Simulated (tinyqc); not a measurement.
Gamma, L and X subbands of a thin body with non-parabolic valleys, step by step. Values are carried at full precision from step to step, so a last printed digit may differ when a step is redone from the rounded ones.

Hard walls, flat band, c = hbar^2/2m0, energies from the bulk Gamma edge. For a valley at angle theta to the normal 1/m_z = cos^2/ml + sin^2/mt and m_d = sqrt(ml mt^2/m_z). Subband n starts at E_v + e with e (1 + a e) = c (n pi/t)^2/m_z, and its density-of-states mass is taken as m_d (1 + 2 a e), without further growth at higher in-plane energy. Groups are named by valley and degeneracy.

Constants: hbar^2/2m0 = 3.80998211 eV angstrom^2; kB = 8.617333262e-05 eV/K.

Inputs chosen for the exercise (near those of a thin GaSb channel; shifted at random, so the results belong to these values and not to a real crystal):
```
symbol  value           unit         meaning
face    110                          surface
mG      0.0388          m0           Gamma mass
aG      1.14            1/eV         Gamma non-parabolicity
EL      0.058           eV           L edge above Gamma
mL      (1.295, 0.103)  m0           L valleys (four, along <111>): ml, mt
EX      0.334           eV           X edge above Gamma
mX      (1.543, 0.226)  m0           X valleys (three, along <100>): ml, mt
aS      0.38            1/eV         non-parabolicity of L and X
t       64              angstrom     body thickness
Ns      2               x 1e12/cm^2  sheet density
T       300             K            temperature
eot     10              angstrom     equivalent oxide thickness
```

## Valley groups

List degeneracy, edge, m_z, m_d and a.

Groups:
```
group  g  E_v (eV)     m_z     m_d  a (1/eV)
G1     1     0.000  0.0388  0.0388      1.14
L2     2     0.058  0.2666  0.2270      0.38
L2'    2     0.058  0.1030  0.3652      0.38
X2     2     0.334  0.3943  0.4471      0.38
X1     1     0.334  0.2260  0.5905      0.38
```

## Subband edges

n = 1 to 8 for each group; list the ten lowest.

Subbands:
```
subband  g  E (eV)  DOS mass
L2 n=1   2  0.0920    0.2329
L2' n=1  2  0.1443    0.3892
L2 n=2   2  0.1892    0.2496
G1 n=1   1  0.1938    0.0559
L2 n=3   2  0.3381    0.2753
X2 n=1   2  0.3571    0.4549
X1 n=1   1  0.3740    0.6085
L2' n=2  2  0.3761    0.4535
X2 n=2   2  0.4241    0.4777
X1 n=2   1  0.4875    0.6594
```

The lowest subband is L2 n=1, 52 meV below L2' n=1; in the bulk the lowest valley is Gamma.

## Filling and quantum capacitance

n_i = g m/(2 pi c) kB T ln(1 + exp((EF - E_i)/kB T)), sum n_i = Ns (1e12/cm^2 = 1e-4/angstrom^2), c = hbar^2/2m0. Quantum capacitance Cq = 1602.176634 sum g m/(2 pi c) f_i in microfarad/cm^2 with f_i = 1/(1 + exp((E_i - EF)/kB T)); Cox = 34.5313/eot (one gate); C/Cox = Cq/(Cq + Cox), the centroid term left out.

Over the ten listed subbands, named by valley (G, L, X), degeneracy and number.

EF = 0.0658 eV

n_i in the order of the list (1e12/cm^2): 1.556  0.394  0.045  0.004  0.000  0.000  0.000  0.000  0.000  0.000

Cq = 10.99 microfarad/cm^2
Cox = 3.453 microfarad/cm^2
C/Cox = 0.761

EF lies 26 meV below the lowest edge; Gamma holds 0 % of the electrons. EF lies below the edge, so Cq is near e^2 Ns/kB T, set by Ns more than by the density of states; 24 % of the gate capacitance is lost.

## Checks

- Cq against the slope dNs/dEF by finite differences, microfarad/cm^2: both 10.99.

Run: tinyqc, `OMP_NUM_THREADS=1 python tinyqc.py 1282641 1282642 out.jsonl`; Intel(R) Xeon(R) Processor @ 2.30GHz, one thread, shared host; about 0.02 s of CPU time with all checks.
